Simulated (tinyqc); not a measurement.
# Changing the static constant of the insulator eps_0s

Model: scattering of inversion-layer electrons by surface optical phonons of the gate insulator (remote phonon scattering). Computed by tinyqc, a small Python program. Command: `OMP_NUM_THREADS=1 python tinyqc.py 3114023 3114024 out.jsonl sophonon sweep`. One thread of a shared host (Intel(R) Xeon(R) Processor @ 2.30GHz), about 0.03 s of CPU time with the checks.

One subband with the Fang-Howard envelope; insulator and channel are half-spaces, the gate is far away, and an interlayer only moves the polar surface away by t (its own modes and its permittivity contrast are left out).

Inputs (values chosen for the exercise, modelled on Al2O3 on In0.53Ga0.47As):
```
quantity,value,unit
intermediate constant eps_i,7.16,-
optical constant eps_inf,3.17,-
hbar omega_TO1,47.4,meV
hbar omega_TO2,70,meV
constant of the channel eps_s,13.9,-
in-plane mass m,0.0433,m_0
valleys g_v,1,-
sheet density n,8.9e+11,1/cm^2
mean distance of the electrons z0 = 3/b,4.6,nm
interlayer thickness t,0.99,nm
temperature T,300,K
mobility from other processes,1260,cm^2/(V s)
```

Screening by the channel electrons: static.

Constants: k_B = 8.617333262e-05 eV/K; hbar^2/(2 m_0) = 3.80998212 eV angstrom^2; e^2/(4 pi eps_0) = 14.39964548 eV angstrom; hbar = 6.582119569e-16 eV s; e = 1.602176634e-19 C; m_0 = 9.1093837015e-31 kg.

Method:
- eps(w) = eps_inf + (eps_0s - eps_i) w1^2/(w1^2 - w^2) + (eps_i - eps_inf) w2^2/(w2^2 - w^2). Surface modes solve eps(w) + eps_s = 0, a quadratic in w^2; the strength of a mode is g = 2/(w d eps/dw).
- Occupation N = 1/(exp(hbar w/(k_B T)) - 1).
- Density of states D = g_v m/(pi hbar^2); eta = E_F/(k_B T) = ln(exp(n/(D k_B T)) - 1); screening wave number q_s = e^2 D/(2 eps_0 eps_avg) x 1/(1 + exp(-eta)), eps_avg = (eps_s + eps_inf)/2; b = 3/z0.
- For a mode of strength g, without the occupation factor, Area x |M(q)|^2 = e^2 hbar w g/(2 eps_0 q) x (b/(b + q))^6 exp(-2 q t) / (1 + (q_s/q) H(q))^2, H = (1 + 9 x/8 + 3 x^2/8)/(1 + x)^3, x = q/b.
- Approximate momentum relaxation rate, taking tau v alike in the initial and final states: 1/tau = (m/(2 pi hbar^3)) sum over modes and over absorption (N, E' = E + hbar w) and emission (N + 1, E' = E - hbar w > 0) of [(1 - f(E'))/(1 - f(E))] int_0^(2 pi) Area |M(q)|^2 (1 - cos theta) d theta, q^2 = k^2 + k'^2 - 2 k k' cos theta, f the Fermi function; 48 midpoints in theta from 0 to pi.
- mu = (e/m) int tau E f (1 - f) dE/(k_B T int f dE), by 300 midpoints from 0 to (max(eta, 0) + 14) k_B T; Matthiessen sum with the other processes.

One run for each value:
```
static constant of the insulator eps_0s,remote-phonon mobility (cm^2/(V s)),loss of mobility (%)
7.5,1.0535e+06,0.11946
10.0,4.5540e+05,0.27592
14.0,3.3262e+05,0.37738
18.0,3.1328e+05,0.40059
25.0,3.4450e+05,0.36441
33.0,4.2156e+05,0.29800
45.0,6.1294e+05,0.20514
60.0,9.8068e+05,0.12832
```

Over the rows, remote-phonon mobility (cm^2/(V s)) goes from 1.05e6 through a minimum among these rows, 313000 at 18.0, to 981000; loss of mobility (%) goes from 0.119 through a maximum among these rows, 0.401 at 18.0, to 0.128. The strengths add up to 1/(eps_s + eps_inf) - 1/(eps_s + eps_0s), which levels off as eps_0s grows, while the lower surface mode moves up.

Caution (all rows): a relaxation time is only an approximation for inelastic scattering, and static or no screening brackets the true dynamic screening only roughly.

Extremes, crossings and ranges named in words are read from the listed rows.
